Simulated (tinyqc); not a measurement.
Inside a calculation. Method: Hubbard chain of 2 sites. Computed by tinyqc, a small Python program that keeps every step. Settings: hopping = 1.11, U = 2.3, mixing = 1, iteration cap = 54. Command: `OMP_NUM_THREADS=1 python tinyqc.py 29451 29452 out.jsonl` (the two numbers bound the seeds that draw the settings). One thread of a shared host (Intel(R) Xeon(R) Processor @ 2.60GHz), about 0.2 s of CPU time with the checks.

one-body matrix (hopping and site energies) (eV):
```
          1         2
1   0.08000  -1.11000
2  -1.11000   0.78000
```

U = 2.30000 eV

electrons, up and down: 1  1

n(up) at the start (a guess, not normalised): 1 0.50000, 2 0.50000

n(down) at the start (a guess): 1 0.50000, 2 0.50000

Each step fills the lowest levels of T + U n(other spin) and sets n(new) = n + mixing (n(out) - n); stop when output and input agree to 1e-8.

Course of the cycle:
```
iteration      E (eV)  largest |n(out) - n(in)|  mean |n_up - n_down|
1          -0.2137482                  1.50e-01               0.00000
2          -0.2125990                  1.48e-01               0.00000
3          -0.2160606                  1.47e-01               0.00000
4          -0.2149653                  1.45e-01               0.00000
5          -0.2181738                  1.43e-01               0.00000
6          -0.2171288                  1.42e-01               0.00000
7          -0.2201125                  1.40e-01               0.00000
8          -0.2191145                  1.39e-01               0.00000
9          -0.2218976                  1.37e-01               0.00000
10         -0.2209433                  1.36e-01               0.00000
11         -0.2235465                  1.35e-01               0.00000
...               ...                       ...                   ...
44         -0.2388049                  1.04e-01               0.00000
45         -0.2399119                  1.04e-01               0.00000
46         -0.2394185                  1.03e-01               0.00000
47         -0.2404831                  1.02e-01               0.00000
48         -0.2400044                  1.02e-01               0.00000
49         -0.2410291                  1.01e-01               0.00000
50         -0.2405643                  1.00e-01               0.00000
51         -0.2415514                  9.99e-02               0.00000
52         -0.2411000                  9.93e-02               0.00000
53         -0.2420517                  9.88e-02               0.00000
54         -0.2416131                  9.82e-02               0.00000
```

Can the last value be used, and what does the course show?

Not by the stop rule. Not converged within 54 iterations: the residual falls steadily but slowly, by a factor of about 0.99 a step. The lowest mean-field energy found from random starts is -0.26404 eV. Reruns (cap 100 unless said): mixing 0.2: converged in 34 (E = -0.26404); mixing 0.5: converged in 4 (E = -0.26404); mixing 0.9: converged in 75 (E = -0.26404); the original settings with a cap of 400: not converged.
